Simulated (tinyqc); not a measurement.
Ratio and sensitivities against delay: time-domain thermoreflectance: layered heat flow under a modulated pulse train, and what the signal ratio measures. Computed by tinyqc, a small Python program. Command: `OMP_NUM_THREADS=1 python tinyqc.py 3113665 3113666 out.jsonl tdtr walk`. One thread of a shared host (Intel(R) Xeon(R) Processor @ 2.30GHz), about 0.1 s of CPU time with the checks.

Pulses repeat at 80 MHz; heat is laid down at the surface, all layers are isotropic.

Inputs (values chosen for the exercise, modelled on aluminium on a SiGe alloy):

| quantity | value | unit |
|---|---|---|
| metal thickness d | 89 | nm |
| metal conductivity | 190 | W/(m K) |
| metal heat capacity | 2.42 | MJ/(m^3 K) |
| boundary conductance G under the metal | 120 | MW/(m^2 K) |
| substrate conductivity kappa | 8.37 | W/(m K) |
| substrate heat capacity C | 1.67 | MJ/(m^3 K) |
| modulation frequency f | 5 | MHz |
| spot radius w (1/e^2, pump and probe) | 11 | micrometre |

Stack: metal, substrate.

Method:
- For radial wave number k and angular frequency W each layer has u = sqrt(4 pi^2 k^2 + i W C/kappa) and gamma = kappa u. Surface impedance from below: Z = 1/gamma for the substrate; a layer of thickness L maps Z to (Z + tanh(u L)/gamma)/(1 + gamma Z tanh(u L)); a boundary adds 1/G.
- Response per absorbed watt H(W) = 2 pi int_0^(2/w) Z(k, W) exp(-pi^2 k^2 w^2) k dk by 20 Gauss-Legendre points.
- Signal: X + iY = sum_(m = -M..M) H(2 pi (f + m f_r)) exp(i 2 pi m f_r t) exp(-pi (m/M)^2 x 4), f_r = 80 MHz, M = 4000, with H(-W) the complex conjugate of H(W); V_in = X, V_out = Y, ratio = -V_in/V_out.
- Sensitivity S = ln(ratio'/ratio)/ln(1.01) for a rise of one input by 1 %.

Ratio and sensitivities:

| t (ps) | ratio | S to kappa | S to G | S to d | S to C | S to w |
|---|---|---|---|---|---|---|
| 100 | 2.0774 | 0.38459 | 0.00850 | -0.74759 | 0.38061 | -0.070729 |
| 200 | 1.9959 | 0.37694 | -0.01443 | -0.71423 | 0.37289 | -0.070457 |
| 400 | 1.8630 | 0.36097 | -0.04543 | -0.65401 | 0.35679 | -0.069950 |
| 800 | 1.6618 | 0.33098 | -0.08111 | -0.56101 | 0.32657 | -0.069146 |
| 1500 | 1.4159 | 0.28764 | -0.10941 | -0.44832 | 0.28284 | -0.068327 |
| 2500 | 1.1787 | 0.24211 | -0.12262 | -0.34574 | 0.23678 | -0.068159 |
| 4000 | 0.9405 | 0.19737 | -0.12461 | -0.25536 | 0.19121 | -0.069622 |

What follows from these numbers?

The largest sensitivity in size at 100 ps is to d (-0.75). kappa and C enter almost alike, through the effusivity. At 400 ps an error of 3 % in d passes on as 5 % in kappa.

Extremes, crossings and ranges named in words are read from the listed rows.
